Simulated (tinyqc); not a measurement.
Reaction control against transport control: chemical vapour deposition: Grove model, boundary layer, depletion and step coverage. Computed by tinyqc, a small Python program. Command: `OMP_NUM_THREADS=1 python tinyqc.py 3017864 3017865 out.jsonl cvd walk`. One thread of a shared host (Intel(R) Xeon(R) Processor @ 2.30GHz), about 0.01 s of CPU time with the checks.

A precursor diffuses to the surface and reacts there at first order; each molecule that reacts adds one formula unit of film.

Inputs (values chosen for the exercise, close to those used for epitaxial silicon from a chlorosilane):

| quantity | value | unit |
|---|---|---|
| prefactor k0 of k_s | 6.3e+06 | cm/s |
| activation energy E | 1.85 | eV |
| temperature T | 1160 | C |
| total pressure p | 150 | torr |
| mole fraction of the precursor Y | 0.0048 | - |
| gas diffusivity D0 at 273.15 K and 760 torr | 0.11 | cm^2/s |
| film density N | 5e+22 | formula units/cm^3 |
| gas velocity U | 22 | cm/s |
| kinematic viscosity nu0 at 273.15 K and 760 torr | 0.2 | cm^2/s |
| susceptor length L | 42 | cm |
| channel height b | 9.4 | cm |

Reactor: horizontal, reduced pressure.

Constants: k_B = 8.617333262e-05 eV/K; k_B = 1.380649e-23 J/K.

Method:
- k_s = k0 exp(-E/(k_B T)); C_g = Y p/(k_B T), 1 torr = 133.322 Pa; D = D0 (T/273.15)^1.75 (760/p).
- nu = nu0 (T/273.15)^1.75 (760/p); Re = U L/nu; mean boundary layer delta = (2/3) L/sqrt(Re), at most b/2; h_g = D/delta.
- Fluxes in series: C_s = C_g/(1 + k_s/h_g); growth rate G = k_s h_g/(k_s + h_g) C_g/N; 1 cm/s = 6e8 nm/min.
- Temperatures in kelvin are T(C) + 273.15.

Rates:

| T (C) | k_s (cm/s) | h_g (cm/s) | G (nm/min) | reaction limit (nm/min) | transport limit (nm/min) |
|---|---|---|---|---|---|
| 960 | 0.173 | 2.2475 | 10.88 | 11.72 | 152.06 |
| 1010 | 0.341 | 2.3271 | 19.35 | 22.19 | 151.31 |
| 1060 | 0.639 | 2.4062 | 31.61 | 40.01 | 150.59 |
| 1110 | 1.144 | 2.4850 | 47.26 | 69.02 | 149.90 |
| 1160 | 1.966 | 2.5634 | 64.78 | 114.48 | 149.23 |
| 1210 | 3.258 | 2.6415 | 82.06 | 183.29 | 148.59 |
| 1260 | 5.224 | 2.7193 | 97.32 | 284.29 | 147.98 |
| 1310 | 8.130 | 2.7967 | 109.66 | 428.44 | 147.39 |
| 1360 | 12.313 | 2.8738 | 119.03 | 629.05 | 146.81 |

The apparent activation energy of G is 1.57 eV between the first rows and 0.37 eV between the last, against E = 1.85 eV. k_s passes h_g between 1160 and 1210 C, where control shifts from the surface to the gas. In the reaction limit the slope is E - k_B T, because C_g falls as 1/T; any further lowering comes from transport.

Extremes, crossings and ranges named in words are read from the listed rows.
